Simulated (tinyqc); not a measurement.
Charge control and current of a heterostructure field-effect transistor: one step, computed by the program tinyqc.

Two subbands in a triangular well; E_F is counted from the conduction band edge of the channel at the interface.

Question. Saturation current. With V = e n_s/C_g and V_c = v_s L/mu: for v = mu F/(1 + mu F/v_s), V_Dsat = V_c (sqrt(1 + 2V/V_c) - 1) and I/W = C_g v_s (V - V_Dsat); g_m = dI/dV; extrinsic g_m/(1 + g_m R_S); f_T = g_m/(2 pi C_g L).

Inputs (values chosen for the exercise, modelled on AlGaAs/GaAs):
```
quantity,value,unit
permittivity eps (barrier and channel),12.6,-
conduction band offset dE_c,0.12,eV
mobility mu,5700,cm^2/(V s)
saturation velocity v_s,1.5,1e7 cm/s
gate length L,41,nm
source resistance R_S,0,ohm mm
temperature T,400,K
spacer between delta layer and channel,2.1,nm
```

Charge source: delta doping. Velocity law: smooth.

sheet density n_s = 2.301929e+12 1/cm^2

gate capacitance C_g = 0.2361327 microfarad/cm^2

Constants: e = 1.602176634e-19 C.

Give: V; V_c; V_Dsat; saturation current I/W; intrinsic g_m; extrinsic g_m; intrinsic f_T.

Answer.

V = 1.5619 V

V_c = 0.010789 V

V_Dsat = 0.17311 V

saturation current I/W = 491.90 mA/mm

intrinsic g_m = 333.42 mS/mm

extrinsic g_m = 333.42 mS/mm

intrinsic f_T = 548.11 GHz

V/V_c = 144.76: velocity saturation rules; I is 89 % of e n_s v_s = 553 mA/mm. Caution: E_F lies above the conduction band minimum of the barrier, so electrons would spill into the barrier.
